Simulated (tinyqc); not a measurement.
## Junction parameters from two forward currents

Question. D(v) = J1 (exp(v/Vt) - 1) + J2 (exp(v/(2 Vt)) - 1). Find J1, J2 and the voltage 2 Vt ln(J2/J1) near which both parts are equal.

Parameters, values chosen for the exercise: temperature T = 300 K.

Constants: q = 1.602176634e-19 C, kB = 1.380649e-23 J/K, Vt = kB T/q. Results are converted to the units shown.

junction voltages (V): [0.32, 0.64]
currents (uA/um): [3.3101039e-5, 0.022361182]

Solution. The current is linear in J1 and J2, so two points give two equations.

J1 = 1.10e-13 uA/um
J2 = 6.80e-8 uA/um
crossover = 0.689 V

tinyqc, about 0.2 s, one thread, Intel Xeon 2.30GHz (shared host): `OMP_NUM_THREADS=1 python tinyqc.py 2182035 2182036 out.jsonl`
